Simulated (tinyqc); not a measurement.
# Worked calculation: bias-temperature instability, empirical power law with universal recovery

Computed by the program tinyqc: `OMP_NUM_THREADS=1 python tinyqc.py 2070011 2070012 out.jsonl`, one thread of a shared Intel Xeon 2.30GHz, about 0.01 s for the whole run. Printed values are rounded.

Threshold-voltage shift at the end of a stress: dV = A (V/V0)^g exp[-(Ea q/kB)(1/T - 1/T0)] (t/1 s)^n. After a delay tr the permanent share pp stays and the rest falls by r = 1/(1 + B (tr/t)^be). An empirical model: its parameters are fits, not properties.

Inputs (values chosen for the exercise):
- V0 = 1.4 V (reference stress voltage)
- T0 = 373 K (reference temperature)
- A = 4.3 mV (shift after 1 s at V0 and T0)
- n = 0.2 (time exponent)
- g = 5.1 (voltage exponent)
- Ea = 0.18 eV (apparent activation energy of the shift)
- pp = 0.45 (permanent share)
- B = 2.8 (recovery scale)
- be = 0.2 (recovery dispersion)
- V = 0.96 V (use voltage)
- T = 378 K (use temperature)
- dc = 70 mV (failure criterion)
- tr = 0.1 s (delay before the measurement)

Constants: q = 1.602176634e-19 C, kB = 1.380649e-23 J/K. Results are converted to the units shown.

## Shift and lifetime at use conditions

The lifetime solves dV = dc; ten years are 3.15576e8 s.

voltage factor = 0.145992
temperature factor = 1.07689
shift after ten years = 33.8680 mV
lifetime = 377.2 years
largest voltage for ten years = 1.10687 V

The device passes: the shift at ten years is below dc. A lifetime beyond 100 years is a far extrapolation of the power law. In time the voltage exponent is g/n = 25.5 and the activation energy Ea/n = 0.900 eV.

## What a delayed measurement sees

t, point 0 to 2 (s): 100  1000  10000

At V0 and T0, measured shift = dV [pp + (1 - pp) r]; the apparent exponent is the slope of ln(shift) against ln t between the first and last point.

```
point  dV (mV)  share left  measured (mV)
0      10.8011    0.772897        8.34815
1      17.1186    0.830947        14.2247
2      27.1312    0.879687        23.8669
```

apparent n = 0.228103

The delay hides 12.0 % of the last shift and raises the exponent from 0.2 to 0.228, since short stresses recover by a larger share.
